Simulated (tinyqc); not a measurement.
Inside a calculation. Method: Hubbard ring of 6 sites. Computed by tinyqc, a small Python program that keeps every step. Settings: hopping = 1.07, U = 4.1, mixing = 0.5, iteration cap = 57. Command: `OMP_NUM_THREADS=1 python tinyqc.py 28664 28665 out.jsonl` (the two numbers bound the seeds that draw the settings). One thread of a shared host (Intel(R) Xeon(R) Processor @ 2.60GHz), about 0.2 s of CPU time with the checks.

one-body matrix (hopping and site energies) (eV):
```
           1          2          3          4          5          6
1   0.000000  -1.070000   0.000000   0.000000   0.000000  -1.070000
2  -1.070000   0.000000  -1.070000   0.000000   0.000000   0.000000
3   0.000000  -1.070000   0.000000  -1.070000   0.000000   0.000000
4   0.000000   0.000000  -1.070000   0.000000  -1.070000   0.000000
5   0.000000   0.000000   0.000000  -1.070000   0.000000  -1.070000
6  -1.070000   0.000000   0.000000   0.000000  -1.070000   0.000000
```

U = 4.100000 eV

electrons, up and down: 3  3

n(up) at the start (a guess, not normalised): 1 0.500000, 2 0.500000, 3 0.500000, 4 0.500000, 5 0.500000, 6 0.500000

n(down) at the start (a guess): 1 0.500000, 2 0.500000, 3 0.500000, 4 0.500000, 5 0.500000, 6 0.500000

Each step fills the lowest levels of T + U n(other spin) and sets n(new) = n + mixing (n(out) - n); stop when output and input agree to 1e-8.

Course of the cycle:

| iteration | E (eV) | largest \|n(out) - n(in)\| | mean \|n_up - n_down\| |
|---|---|---|---|
| 1 | -2.41000000 | 4.44e-16 | 0.000000 |

Can the last value be used, and what does the course show?

No, though the log alone does not show it. Converged in 1 iterations. But random starts reach -3.15418 eV, so this is another stationary point, not the lowest one. Reruns (cap 100 unless said): mixing 0.2: converged in 1 to a higher stationary point (E = -2.41000); mixing 0.9: converged in 1 to a higher stationary point (E = -2.41000). Before convergence this energy mixes input and output and is not variational, so it may rise towards its limit.
